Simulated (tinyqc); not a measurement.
Inside a calculation. Model: atomic layer deposition: Langmuir saturation, growth per cycle and coating of deep features. Computed by tinyqc, a small Python program that keeps every step. Command: `OMP_NUM_THREADS=1 python tinyqc.py 3002416 3002417 out.jsonl ald walk`. One thread of a shared host (Intel(R) Xeon(R) Processor @ 2.30GHz), about 0.02 s of CPU time with the checks. Intermediate numbers are printed to about 7 digits and carried at full precision; extremes and crossings named in words are read from the listed rows.

Precursor A sticks only on free sites, so a long enough pulse saturates; co-reactant B then frees the sites again.

Inputs (values chosen for the exercise, modelled on titanium nitride from the chloride and ammonia):

| quantity | value | unit |
|---|---|---|
| precursor mass M | 190 | u |
| site density q | 1.8 | 1/nm^2 |
| growth per cycle at saturation G | 0.32 | angstrom |
| sticking probability beta on free sites | 0.0054 | - |
| precursor pressure p | 34 | Pa |
| temperature T | 225 | C |
| pulse time t | 0.0073 | s |
| co-reactant completion per pulse c_B | 0.95 | - |
| desorption energy E_d | 1.71 | eV |
| purge time t_p | 17 | s |
| aspect ratio a | 18 | - |

Feature: long trench.

Constants: u = 1.6605390666e-27 kg; k_B = 1.380649e-23 J/K; k_B = 8.617333262e-05 eV/K.

## Flux and saturation time

Wall flux F = p/sqrt(2 pi M k_B T); rate of filling k_a = beta F/q; desorption k_d = 1e13 exp(-E_d/(k_B T)) per second. 1/m^2 = 1e-18/nm^2. Temperatures in kelvin are T(C) + 273.15.

flux F = 291182.9 1/(nm^2 s)

k_a = 873.5488 1/s

k_d = 5.011277e-05 1/s

time to 99 % without desorption, ln(100)/k_a = 0.005271795 s

## The first four cycles

One cycle from coverage th0: pulse A gives th1 = th_s + (th0 - th_s) exp(-(k_a + k_d) t), th_s = k_a/(k_a + k_d); the purge leaves th2 = th1 exp(-k_d t_p); pulse B converts c_B th2 into film and leaves th3 = (1 - c_B) th2. Growth = G c_B th2. Start from th0 = 0.

Cycles:

| cycle | th0 | th1 | th2 | th3 | growth (angstrom) |
|---|---|---|---|---|---|
| 1 | 0.00000000 | 0.9982996 | 0.9974495 | 0.04987247 | 0.3032246 |
| 2 | 0.04987247 | 0.9983844 | 0.9975342 | 0.04987671 | 0.3032504 |
| 3 | 0.04987671 | 0.9983844 | 0.9975342 | 0.04987671 | 0.3032504 |
| 4 | 0.04987671 | 0.9983844 | 0.9975342 | 0.04987671 | 0.3032504 |

## Steady growth per cycle

The periodic state has th0 = th3: th0 = (1 - c_B) e_p th_s (1 - e_a)/(1 - (1 - c_B) e_p e_a), with e_a = exp(-(k_a + k_d) t), e_p = exp(-k_d t_p). Share of impinging molecules used = q (th1 - th0)/(F t).

coverage after pulse A = 0.9983844

growth per cycle = 0.3032504 angstrom

share of impinging molecules used = 8.032016e-04

The pulse is 6.38 filling times long: saturated.

## Exposure for a deep feature

Diffusion-limited filling (Gordon) of a long trench of width w, hydraulic diameter 2w, so that a is replaced by a/2 in the hole formula: t = (q/F)(1 + 19a/8 + 3a^2/8). Reaction-limited filling needs ln(100)/k_a at any depth, k_a = beta F/q. Flow is molecular. The front picture holds when the modulus (a/2) sqrt(beta) is well above 1. Depth reached by the given pulse: solve the same formula for a. Exposure = p x diffusion-limited time; 1 langmuir = 1.33322e-4 Pa s.

diffusion-limited time = 0.001021523 s

exposure = 260.5104 langmuir

modulus = 0.6613622

aspect ratio reached by the front in time t = 53.01563

Diffusion needs 0.00102 s and reaction 0.00527 s: the surface reaction limits, though depth still lags the mouth. Caution: the modulus is not well above 1 or the Gordon time is under three times ln(100)/k_a, so there is no sharp front: the Gordon time is only a lower bound and the reaction time must be met as well. Caution: the depth reached is formal here: it is under 4/sqrt(beta), so no sharp front has formed.

## Coverage along the feature as the dose grows

Continuum model with steady gas transport: d2n/dz2 = 3 beta (1 - th) n/d_h^2 (d_h the hydraulic diameter, n = 1 at the mouth, no flux at the floor, 60 cells), d th/dt = beta F n (1 - th)/q; no desorption. Times are multiples of the larger of the Gordon time and ln(100)/k_a.

Coverage:

| multiple | t (s) | top cell | quarter depth | half depth | three quarters | floor cell |
|---|---|---|---|---|---|---|
| 0.05 | 0.000263590 | 0.204 | 0.171 | 0.147 | 0.133 | 0.129 |
| 0.10 | 0.000527179 | 0.367 | 0.316 | 0.278 | 0.255 | 0.248 |
| 0.20 | 0.001054359 | 0.600 | 0.541 | 0.494 | 0.464 | 0.454 |
| 0.40 | 0.002108718 | 0.840 | 0.802 | 0.769 | 0.747 | 0.739 |
| 0.60 | 0.003163077 | 0.936 | 0.918 | 0.902 | 0.890 | 0.886 |
| 0.80 | 0.004217436 | 0.975 | 0.967 | 0.960 | 0.955 | 0.953 |
| 1.00 | 0.005271795 | 0.990 | 0.987 | 0.984 | 0.982 | 0.981 |
| 1.30 | 0.006853333 | 0.997 | 0.997 | 0.996 | 0.995 | 0.995 |

At a multiple of 0.2 the coverage is 0.60 at the top and 0.45 at the floor. The coverage falls gradually with depth, without a sharp front. In the last row the floor reaches 0.995.

Checks made by the program: periodic state against 400 explicit cycles (relative difference below 1e-10).
